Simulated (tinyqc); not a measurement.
Inside a calculation. Model: frequency dispersion of an accumulation capacitance by border traps, distributed model.

Numbers from tinyqc (`OMP_NUM_THREADS=1 python tinyqc.py 2202080 2202081 out.jsonl`; about 0.3 s on one thread of a shared Intel Xeon 2.30GHz). Printed values are rounded.

Traps spread evenly through the insulator exchange electrons with the semiconductor by tunnelling, with tau(x) = t0 exp(2 ka x) at depth x from the interface. The admittance per area Y seen at depth x obeys dY/dx = -Y^2/(i w eps0 eox) + q Nb ln(1 + i w tau)/tau, with Y(0) = i w Cs and w = 2 pi f; the gate sees Y(tox) = G + i w C. Working variable y = Y/(i w), in uF/cm^2. Cox = eps0 eox/tox.

Values chosen for this exercise; permittivity close to that of silicon dioxide:
- eox = 3.94 (relative permittivity of the insulator)
- tox = 3.7 nm (insulator thickness)
- Cs = 0.7 uF/cm^2 (semiconductor capacitance in accumulation)
- Nb = 1.5e19 cm^-3 eV^-1 (density of border traps)
- ka = 3 1/nm (decay constant of the wave function in the insulator)
- t0 = 2e-9 s (time constant of a trap at the interface)
- f = 100 Hz (frequency)
- xe = 3.1 nm (depth down to which the steps are taken)

Constants: q = 1.602176634e-19 C, eps0 = 8.8541878128e-14 F/cm where lengths are in cm. Results are converted to the units shown.

## Scales and lumped estimate

Cox; trap-free value 1/(1/Cox + 1/Cs); response depth d = ln(1/(w t0))/(2 ka), where w tau = 1; lumped estimate: all traps within d act as C_bt = q Nb d placed at d/2, so C = 1/{1/[1/(1/Cs + d/(2 eps0 eox)) + C_bt] + (tox - d/2)/(eps0 eox)}.

Cox = 0.9428514 uF/cm^2
trap-free C = 0.4017381 uF/cm^2
d = 2.264512 nm
C_bt = 0.5442222 uF/cm^2
lumped C = 0.6122916 uF/cm^2

The traps within reach amount to 0.777 Cs and lie in the first 61.2 % of the insulator.

## Midpoint steps through the active depth

In terms of y: dy/dx = -y^2/(eps0 eox) + s(x), s = q Nb ln(1 + z)/z, z = i w tau. 8 midpoint steps of h = xe/8: y_half = y + (h/2) y'(x, y), y(new) = y + h y'(x + h/2, y_half).

```
point,x (nm),s (uF/(cm^2 nm)),y (uF/cm^2)
0,0,0.2403265-0.0000002i,0.7000000+0.0000000i
1,0.3875,0.2403265-0.0000015i,0.7356479-0.0000002i
2,0.775,0.2403265-0.0000158i,0.7659337-0.0000020i
3,1.162500,0.2403264-0.0001615i,0.7914953-0.0000207i
4,1.55,0.2403114-0.0016515i,0.8129500-0.0002119i
5,1.937500,0.2387621-0.0167263i,0.8308161-0.0021629i
6,2.325,0.1609950-0.0936656i,0.8401969-0.0202574i
7,2.712500,0.0245682-0.0439784i,0.7908979-0.0448764i
8,3.1,0.0025003-0.0080132i,0.7299066-0.0441429i
```

## Capacitance and conductance at the gate

y at xe = 0.7299066-0.0441429i uF/cm^2

Beyond xe the traps are ignored, so 1/y(tox) = 1/y(xe) + (tox - xe)/(eps0 eox); C = Re y, G/w = -Im y, loss tangent G/(w C).

y at the gate = 0.6487311-0.0348434i uF/cm^2
C = 0.6487311 uF/cm^2
G/w = 0.03484342 uF/cm^2
loss tangent = 0.05371011

A fine integration over the whole insulator gives C = 0.65144 and G/w = 0.03695 uF/cm^2; the coarse G/w is 5.7 % below that. The fine C is 62 % above the trap-free value, and the lumped estimate is 6.0 % below the fine result.
